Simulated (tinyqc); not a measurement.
# Time-dependent dielectric breakdown: cell percolation, Weibull statistics, area scaling and voltage extrapolation, step by step

A worked calculation. Computed by tinyqc, a small Python program that keeps every step. Command: `OMP_NUM_THREADS=1 python tinyqc.py 3012669 3012670 out.jsonl tddb walk`. One thread of a shared host (Intel(R) Xeon(R) Processor @ 2.30GHz), about 0.01 s of CPU time with the checks. Intermediate numbers are printed to about 5 digits and carried at full precision; extremes and crossings named in words are read from the listed rows.

The oxide is divided into columns of area a^2, each holding m = t_ox/a cells (m is taken as continuous). A share lambda(t) = (t/t_1)^alpha of the cells is defective, and a column whose cells are all defective breaks down.

Inputs (values chosen for the exercise, for a model gate oxide):
```
quantity                                                   value  unit
oxide thickness t_ox                                         3.9    nm
defect cell size a                                           1.5    nm
exponent alpha of defect growth                             0.89     -
time t_1 at which the occupied share would reach 1       3.3e+06     s
test area A                                                    2  um^2
product area A_u                                           4e+06  um^2
stress voltage V                                            4.58     V
use voltage V_u                                              2.3     V
local exponent n = -d ln t/d ln V at the stress voltage       33     -
activation energy E_a                                       0.88    eV
stress temperature T                                         105     C
use temperature T_u                                           55     C
allowed failure fraction F                                  0.01     -
```

Voltage law used: 1/E.

Constants: k_B = 8.617333262e-05 eV/K.

## Weibull parameters from the cell model

Failure fraction F = 1 - (1 - lambda^m)^N with N = A/a^2 columns, which for small lambda^m is 1 - exp(-(t/t63)^beta) with beta = alpha m and t63 = t_1 N^(-1/beta); critical share lambda(t63) = N^(-1/m). 1 um^2 = 1e6 nm^2.

cells per column m = 2.6

columns N = 8.8889e+05

Weibull slope beta = 2.314

characteristic life t63 = 8865.6 s

critical share of defective cells = 0.0051521

Times between F = 10 % and 90 % span a factor 3.79: the smaller beta = alpha m, the wider the scatter. Caution: t_1 is an input here; in a real oxide it changes with thickness at fixed voltage.

## A sample of breakdown times

uniform random numbers u: 0.4574  0.7579  0.0541  0.6170  0.1072  0.3922  0.1335  0.9355  0.0701  0.6640  0.3360  0.3261

Each device fails at t = t63 (-ln(1 - u))^(1/beta). Sort the times; median rank F_i = (i - 0.3)/(n_s + 0.4) for n_s devices; W = ln(-ln(1 - F_i)).

Weibull plot:
```
i   t (s)      F_i    ln t        W
1    2544  0.05645  7.8413  -2.8455
2    2855  0.13710  7.9570  -1.9142
3    3461  0.21774  8.1492  -1.4042
4    3829  0.29839  8.2503  -1.0374
5    5932  0.37903  8.6882  -0.7413
6    6027  0.45968  8.7041  -0.4852
7    6559  0.54032  8.7886  -0.2520
8    7167  0.62097  8.8773  -0.0303
9    8709  0.70161  9.0722   0.1901
10   9204  0.78226  9.1274   0.4216
11  10311  0.86290  9.2410   0.6867
12  13707  0.94355  9.5257   1.0558
```

## Fitting the sample

W = ln(-ln(1 - F_i)) with the median ranks F_i. Least squares in W: W = beta ln t - beta ln t63. Maximum likelihood: solve sum t^b ln t/sum t^b - 1/b = mean of ln t for b, then t63 = (mean of t^b)^(1/b).

slope by least squares = 2.0735

t63 by least squares = 7636.0 s

slope by maximum likelihood = 2.2332

t63 by maximum likelihood = 7587.1 s

The true values are beta = 2.314 and t63 = 8870 s. With 12 devices the standard error of the maximum-likelihood slope is about 0.78 beta/sqrt(n_s) = 0.52; the fits miss by -0.24 and -0.08, and t63 by -14 and -14 %.

## Projection to use conditions

All three voltage laws share the slope n at the stress voltage. Factor t(V_u)/t(V): E law exp(n (1 - V_u/V)); 1/E law exp(n (V/V_u - 1)); power law (V/V_u)^n. Temperatures in kelvin are T(C) + 273.15. Temperature factor exp[(E_a/k_B)(1/T_u - 1/T)]; area factor (A/A_u)^(1/beta); percentile factor (-ln(1 - F))^(1/beta); life = t63 x all four; 1 year = 3.15576e7 s.

voltage factor = 1.6110e+14

temperature factor = 61.237

area factor = 0.0018923

percentile factor = 0.13697

projected life = 7.1836e+08 years

Area and percentile together cost 3.6 decades, voltage and temperature return 16.0; a ten-year target is met. Caution: a voltage factor of more than nine decades rests wholly on the chosen law and cannot be tested.

## Three voltage laws

Life = t63 x voltage, temperature, area and percentile factors, the last three as above.

Log10 of the life in years:
```
V_u/V  V_u (V)    E law  1/E law  power law
1.00     4.580  -5.3507   -5.351    -5.3507
0.95     4.351  -4.6342   -4.596    -4.6156
0.90     4.122  -3.9176   -3.758    -3.8408
0.80     3.664  -2.4844   -1.768    -2.1527
0.70     3.206  -1.0512    0.791    -0.2390
0.60     2.748   0.3819    4.204     1.9703
0.50     2.290   1.8151    8.981     4.5832
0.40     1.832   3.2483   16.147     7.7813
```

At V_u/V = 0.9 the laws differ by 0.16 decades at most, and at 0.5 by 7.2. The E law is the most cautious and the 1/E law the most hopeful. Ten years are reached at V_u/V = 0.557 (E), 0.693 (1/E), 0.642 (power). Caution: the rows at low voltage extrapolate over many decades and cannot be tested.

Checks made by the program: Weibull form against the exact column count at t63 (relative difference 3e-07).
